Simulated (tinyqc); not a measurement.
Ways to converge the cycle: SCF convergence aids in the 3-21g basis, for H2, spin multiplicity 3. Computed by the program tinyqc with PySCF. UHF with one setting changed at a time; a run stops when the energy changes by less than 1e-09 hartree and the error matrix is below 1e-5. The start is the core Hamiltonian. Damping d keeps d of the old density; a shift (hartree) raises the virtual levels; DIIS n extrapolates F over n matrices.

Geometry (angstrom):
```
atom       x       y       z
H     0.0000  0.0000  0.0000
H     0.0000  0.0000  0.8520
```

lowest solution found by these runs and by PySCF with stability checks = -0.806000 hartree

Largest element of the error matrix X^T (FDS - SDF) X:
```
iteration    plain  damping 0.3  damping 0.6  shift 0.4   DIIS 3   DIIS 8
1          8.0e-02      8.0e-02      8.0e-02    8.0e-02  8.0e-02  8.0e-02
2          2.1e-02      3.9e-02      5.6e-02    3.3e-02  2.1e-02  2.1e-02
3          5.5e-03      1.9e-02      4.0e-02    1.4e-02  1.8e-04  1.8e-04
4          1.4e-03      9.0e-03      2.8e-02    5.7e-03  6.1e-06  6.1e-06
5          3.7e-04      4.3e-03      2.0e-02    2.4e-03  7.7e-10  1.7e-06
6          9.7e-05      2.1e-03      1.4e-02    9.9e-04        -        -
8          6.6e-06      4.9e-04      6.9e-03    1.7e-04        -        -
10               -      1.1e-04      3.4e-03    3.0e-05        -        -
14               -      6.2e-06      8.4e-04          -        -        -
20               -            -      1.0e-04          -        -        -
30               -            -      3.1e-06          -        -        -
```

How each run ends:
```
run          iterations  E (hartree)         state
plain                 9     -0.80600  lowest found
damping 0.3          16     -0.80600  lowest found
damping 0.6          34     -0.80600  lowest found
shift 0.4            12     -0.80600  lowest found
DIIS 3                5     -0.80600  lowest found
DIIS 8                5     -0.80600  lowest found
```

What does the comparison show, and why?

6 of 6 runs reach the lowest solution found, in 5 to 34 iterations (fastest: DIIS 3, DIIS 8). Plain steps already contract here, so damping only slows them. DIIS 3 and DIIS 8 gain by cancelling the error over several earlier matrices, much as a quasi-Newton step does.
